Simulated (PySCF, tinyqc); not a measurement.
RHF in the sto-3g basis, for Be, spin multiplicity 1, step by step. This run ends on a higher stationary point, not on the lowest solution. The lowest restricted solution is unstable here: a spin-polarised one lies 0.0012 hartree lower (PySCF). One step of it, computed by the program tinyqc.

Task: Iteration 3: DIIS coefficients. Solve [B -1; -1 0][c; lambda] = [0; -1] for the coefficients, which sum to one.

B (overlaps of the stored error matrices), lower triangle:
```
,1,2,3
1,3.7521214e-03
2,3.5619779e-04,3.3814702e-05
3,1.3477835e-07,1.2794828e-08,4.8413153e-12
```

Give: DIIS coefficients.

Result:

DIIS coefficients: -0.047  0.495  0.552
